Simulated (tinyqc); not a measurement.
Thermal stress, cracking, delamination and buckling of a thin film; Griffith cracks and misfitting inclusions. Inputs raised by 10 %, one at a time. Computed by tinyqc, a small Python program. Command: `OMP_NUM_THREADS=1 python tinyqc.py 3004348 3004349 out.jsonl filmcrack sens`. One thread of a shared host (Intel(R) Xeon(R) Processor @ 2.30GHz), about 0.04 s of CPU time with the checks.

Isotropic linear elasticity; the substrate is much thicker than the film; stress is positive in tension.

Inputs (values chosen for the exercise, modelled on an aluminium film on silicon): film Young's modulus E = 70.8 GPa; film Poisson ratio nu = 0.34; film expansion alpha_f = 22.6 1e-6/K; substrate expansion alpha_s = 3.1 1e-6/K; deposition temperature T_d = 600 K; final temperature T = 300 K; intrinsic stress = 190 MPa; film thickness h = 0.71 micrometre; film toughness Gamma_f = 4.53 J/m^2; interface toughness Gamma_i = 3.5 J/m^2; substrate Young's modulus E_s = 166 GPa; substrate Poisson ratio nu_s = 0.22; flaw half length a = 0.54 micrometre; substrate surface energy gamma_s = 1.5 J/m^2.

Method:
- Thermal strain = (alpha_f - alpha_s)(T_d - T); stress = E/(1 - nu) x strain + intrinsic stress; plane-strain modulus Ebar = E/(1 - nu^2); G0 = stress^2 h/(2 Ebar) is the energy freed per area when a long strip loses its stress across its width.
- Dundurs alpha = (Ebar - Ebar_s)/(Ebar + Ebar_s), with Ebar_s = E_s/(1 - nu_s^2). The channel-crack factor is taken as g = 1.258 (1 - alpha)^(-0.7), a rough interpolation chosen for the exercise (1.258 is the value for matched materials).
- Channel crack through the film: G = pi g G0, critical thickness where G = Gamma_f. Steady delamination from an edge: G = G0, critical thickness where G = Gamma_i.
- Through crack of length 2a in plane strain: K_Ic = sqrt(2 gamma_s E_s/(1 - nu_s^2)); fracture stress = K_Ic/sqrt(pi a). An edge crack of depth a has K larger by 1.1215.

Runs; columns: (1) input moved; (2) from; (3) to; (4) G0 (J/m^2); (5) critical thickness for channelling (micrometre); (6) critical thickness for delamination (micrometre); (7) fracture stress, inner crack (MPa):
```
(1)                                        (2)    (3)    (4)     (5)     (6)    (7)
base run                                     -      -  2.964  0.3424  0.8384  555.4
film Young's modulus E (GPa)              70.8  77.88  3.124  0.3179  0.7955  555.4
film expansion alpha_f (1e-6/K)           22.6  24.86  3.515  0.2888  0.7070  555.4
substrate expansion alpha_s (1e-6/K)       3.1   3.41  2.892  0.3509  0.8593  555.4
deposition temperature T_d (K)             600    660  3.944  0.2573  0.6301  555.4
intrinsic stress (MPa)                     190    209  3.103  0.3270  0.8008  555.4
flaw half length a (micrometre)           0.54  0.594  2.964  0.3424  0.8384  529.6
substrate surface energy gamma_s (J/m^2)   1.5   1.65  2.964  0.3424  0.8384  582.5
```

Exponents ln(y'/y) / ln(x'/x):
```
input                                 G0  critical thickness for channelling  critical thickness for delamination  fracture stress, inner crack
film Young's modulus E             0.552                              -0.779                               -0.552                           0.0
film expansion alpha_f             1.788                              -1.788                               -1.788                           0.0
substrate expansion alpha_s       -0.258                               0.258                                0.258                           0.0
deposition temperature T_d         2.997                              -2.997                               -2.997                           0.0
intrinsic stress                   0.482                              -0.482                               -0.482                           0.0
flaw half length a                 0.000                               0.000                                0.000                          -0.5
substrate surface energy gamma_s   0.000                               0.000                                0.000                           0.5
```

Which inputs matter most for each result?

Among the inputs moved here: G0 answers most in size to deposition temperature T_d (exponent +2.997), next to film expansion alpha_f (+1.788); its exponent is below 0.0005 for flaw half length a, substrate surface energy gamma_s. Critical thickness for channelling answers most in size to deposition temperature T_d (exponent -2.997), next to film expansion alpha_f (-1.788); its exponent is below 0.0005 for flaw half length a, substrate surface energy gamma_s. Critical thickness for delamination answers most in size to deposition temperature T_d (exponent -2.997), next to film expansion alpha_f (-1.788); its exponent is below 0.0005 for flaw half length a, substrate surface energy gamma_s. Fracture stress, inner crack answers most in size to substrate surface energy gamma_s (exponent +0.500), and about equally to flaw half length a (-0.500); its exponent is below 0.0005 for film Young's modulus E, film expansion alpha_f, substrate expansion alpha_s, deposition temperature T_d, intrinsic stress. Its exponent -0.500 in flaw half length a: Griffith's law. Its exponent +0.500 in substrate surface energy gamma_s: Griffith's law.

Caution (all rows): at a stress above 0.4 % of E a ductile film would yield, and the elastic value is then an upper bound; a brittle film in tension cracks instead. Caution (all rows): plastic flow makes a ductile metal film far tougher than the brittle value used here.
